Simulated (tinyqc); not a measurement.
Pressure-driven transition between two phases with analytic equations of state: one step, computed by the program tinyqc. Command: `OMP_NUM_THREADS=1 python tinyqc.py 3005946 3005947 out.jsonl transition walk`. One thread of a shared host (Intel(R) Xeon(R) Processor @ 2.30GHz), about 0.03 s of CPU time with the checks.

Each phase obeys E = E0 + (9 V0 B0/16) [y^3 B' + y^2 (2 - 4 y)], y = (V0/V)^(2/3) - 1; P = (3 B0/2) (x^7 - x^5) [1 + (3/4)(B' - 4)(x^2 - 1)], x = (V0/V)^(1/3); E0 = 0 for phase 1 and Delta E0 for phase 2. H = E + P V.

Problem. One Newton step. At the estimate, solve P(V) = P for each phase, form H, and step P(new) = P - (H_2 - H_1)/(V_2 - V_1), since dH/dP = V.

Inputs (values chosen for the exercise, for two model phases):
```
quantity                                   value             unit
volume V0 of phase 1                          12  angstrom^3/atom
B0 of phase 1                                120              GPa
B' of phase 1                               4.36                -
volume V0 of phase 2                        9.45  angstrom^3/atom
B0 of phase 2                                180              GPa
B' of phase 2                               4.43                -
energy of phase 2 above phase 1, Delta E0  0.028          eV/atom
```

Equation of state: Birch-Murnaghan.

rigid estimate = 1.759253 GPa

Constants: 1 eV/angstrom^3 = 160.2176634 GPa.

Give: V_1; H_1; V_2; H_2; next pressure.

Solution.

V_1 = 11.83 angstrom^3

H_1 = 0.1308 eV

V_2 = 9.360 angstrom^3

H_2 = 0.1313 eV

next pressure = 1.788 GPa
